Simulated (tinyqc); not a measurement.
Which input was changed? Model: charge neutrality of a doped semiconductor with incomplete ionisation. Computed by tinyqc, a small Python program. Command: `OMP_NUM_THREADS=1 python tinyqc.py 3026497 3026498 out.jsonl dopant which`. One thread of a shared host (Intel(R) Xeon(R) Processor @ 2.30GHz), about 0.1 s of CPU time with the checks.

Energies are counted from the top of the valence band; E_D is measured down from the conduction band and E_A up from the valence band.

Inputs (values chosen for the exercise, for a model semiconductor): gap at 0 K E_g0 = 3 eV; Varshni alpha = 0.000293 eV/K; Varshni beta = 690 K; electron mass m_e = 0.352 m_0; valleys M_c = 3; hole mass m_h = 1.48 m_0; donor density N_D = 3.6e+17 cm^-3; acceptor density N_A = 2e+19 cm^-3; donor depth E_D = 0.0563 eV; acceptor depth E_A = 0.181 eV; donor degeneracy g_D = 2; acceptor degeneracy g_A = 2; temperature T = 300 K; iteration cap = 60.

Doping: p-type, compensated. Statistics of the bands: Boltzmann. Solver: Newton steps on the logarithm. Start of Newton steps: intrinsic level E_i.

Constants: m_0 = 9.1093837015e-31 kg; k_B = 1.380649e-23 J/K; h = 6.62607015e-34 J s; k_B = 8.617333262e-05 eV/K.

Method:
- E_g = E_g0 - alpha T^2/(T + beta).
- N_c = 2 M_c (2 pi m_e k_B T/h^2)^(3/2) and N_v = 2 (2 pi m_h k_B T/h^2)^(3/2), masses in units of m_0.
- n_i = sqrt(N_c N_v) exp(-E_g/(2 k_B T)); E_i = E_g/2 + (k_B T/2) ln(N_v/N_c).
- n = N_c exp((E_F - E_g)/k_B T), p = N_v exp(-E_F/k_B T).
- N_D+ = N_D/(1 + g_D exp((E_F - E_g + E_D)/k_B T)).
- N_A- = N_A/(1 + g_A exp((E_A - E_F)/k_B T)).
- Neutrality: p + N_D+ = n + N_A-; the log ratio is ln[(p + N_D+)/(n + N_A-)].
- Newton steps from the start named, with the slope from a central difference of 1e-6 eV; the function is the log ratio y = ln[(p + N_D+)/(n + N_A-)]; the bracket -0.3 to E_g + 0.3 eV is narrowed by the sign of y at each step, and a step that would leave it is replaced by its midpoint; stop when |log ratio| < 1e-9.

Question. One of these inputs alone was changed, within the range given: donor density N_D (1.8e+17 to 7.2e+17); acceptor density N_A (1e+19 to 4e+19); acceptor depth E_A (0.0905 to 0.362); electron mass m_e (0.176 to 0.704). Which one, and to what value?

Results:
```
run     minority density n (cm^-3)  intrinsic density n_i (cm^-3)  ionised share of the acceptors
before                1.683067e-29                   2.822153e-06                      0.04166082
after                 1.181285e-29                   2.364325e-06                      0.04166082
```

Answer.

Each candidate set to reproduce minority density n, and what it then gives:
```
candidate                         range searched  value needed  intrinsic density n_i (cm^-3)  ionised share of the acceptors
donor density N_D (cm^-3)     1.8e+17 to 7.2e+17  out of reach                              -                               -
acceptor density N_A (cm^-3)      1e+19 to 4e+19      3.493e19                     2.8222e-06                        0.029608
acceptor depth E_A (eV)          0.0905 to 0.362        0.1660                     2.8222e-06                        0.051711
electron mass m_e (m_0)           0.176 to 0.704        0.2780                     2.3643e-06                        0.041661
```

Only electron mass m_e fits every result: it went from 0.352 to 0.278 m_0. The next best candidate, acceptor depth E_A, misses one result by 24 %.
